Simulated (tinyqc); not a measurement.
Single-junction solar cell, detailed-balance limit: where the incident power goes.

Every photon above the gap Eg makes one pair and none below is absorbed; carriers thermalise at T and move without loss. Jsc = q fs X Phi(Eg, Ts); the dark current is J0 = q ge Phi(Eg, T)/ERE with the Boltzmann factor exp(V/Vt). The efficiency is the electrical power over fs X sigma Ts^4.

Photon flux above E from a black body at temperature T into a hemisphere: Phi(E, T) = A sum_k exp(-k E/th)[E^2 th/k + 2 E th^2/k^2 + 2 th^3/k^3], k = 1, 2, ..., with th = kB T/q in eV and A = 2 pi q^3/(h^3 c^2). J(V) = Jsc - J0 (exp(V/Vt) - 1); Voc = Vt ln(1 + Jsc/J0); at maximum power v = Vmp/Vt solves (1 + v) exp(v) = 1 + Jsc/J0. Pin = fs X sigma Ts^4, sigma = 2 pi^5 kB^4/(15 h^3 c^2). Power above the gap Pg = fs X A q sum_k exp(-k Eg/th)[Eg^3 a + 3 Eg^2 a^2 + 6 Eg a^3 + 6 a^4], a = th/k at Ts. Shares: Pin - Pg; Pg - Jsc Eg/q; Jsc (Eg/q - Voc); Jsc (Voc - Vmp); (Jsc - Jmp) Vmp; Jmp Vmp.

Parameters, values chosen for the exercise:

| symbol | value | unit | meaning |
|---|---|---|---|
| T | 300 | K | cell temperature |
| Ts | 7000 | K | temperature of the black-body sun |
| fs | 2.16e-5 |  | share of the hemisphere filled by the sun |
| X | 10 |  | concentration |
| ERE | 0.01 |  | external radiative efficiency |
| ge | 2 |  | number of faces that emit |
| Eg | 1.61 | eV | band gap |

Constants: q = 1.602176634e-19 C, kB = 1.380649e-23 J/K, h = 6.62607015e-34 J s, c = 299792458 m/s, Vt = kB T/q. Results are converted to the units shown.

Shares of Pin:

|  | share (%) |
|---|---|
| below the gap | 32.068 |
| thermalisation | 25.670 |
| Eg/q to Voc | 8.5209 |
| Voc to Vmp | 2.6109 |
| Jsc to Jmp | 0.66414 |
| output | 30.466 |

What does the table show?

The six shares add up to 100 %. The largest loss is "below the gap" with 32.1 %. The two spectral losses take 57.7 % together, more below the gap than by thermalisation: a smaller gap would shift the balance.

Numbers from tinyqc (`OMP_NUM_THREADS=1 python tinyqc.py 2820111 2820112 out.jsonl`; about 0.01 s on one thread of a shared Intel Xeon 2.30GHz).
